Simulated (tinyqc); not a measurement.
Bloch-Grueneisen resistivity of a metal: one step, computed by the program tinyqc.

Electrons scatter from a Debye spectrum of phonons (n = 5 for scattering within one band, n = 3 for scattering into a second, heavy band) and from static defects.

Task: The integral and the phonon part. J_n(y) = int_0^y x^n e^x/(e^x - 1)^2 dx, by 96 Gauss-Legendre points (upper limit at most 60). rho_ph = (n - 1) rho_1 (T/Theta)^n J_n(Theta/T), with rho_1 = 2 pi lambda_tr k_B Theta/(hbar eps_0 w_p^2), the high-temperature line at T = Theta.

Inputs (values chosen for the exercise, modelled on cobalt): exponent n = 3; Debye temperature Theta = 406 K; temperature T = 295 K.

Addition: none.

rho_1 = 9.378815 microohm cm

Give: Theta/T; J_n; phonon resistivity rho_ph.

Result:

Theta/T = 1.3763

J_n = 0.87678

phonon resistivity rho_ph = 6.3090 microohm cm

This is 92.6 % of the straight line rho_1 T/Theta.
